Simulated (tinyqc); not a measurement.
From results to parameters: two-site tight-binding chain. Computed by the program tinyqc.

Problem. A two-site chain has site energies +delta (A) and -delta (B) and hoppings t1 > t2 > 0, so E = +/- sqrt(delta^2 + |t1 + t2 exp(-ika)|^2). Find delta, t1 and t2.

upper band at k = 0 = 2.662705 eV
upper band at the zone edge = 0.216333 eV
weight of the upper band on site A at the zone edge = 0.777350

Solution. The weight on A is (1 + delta/E)/2, which gives delta; then t1 + t2 = sqrt(E(0)^2 - delta^2) and t1 - t2 = sqrt(E(edge)^2 - delta^2).

delta, t1, t2 (eV): 0.120  1.420  1.240
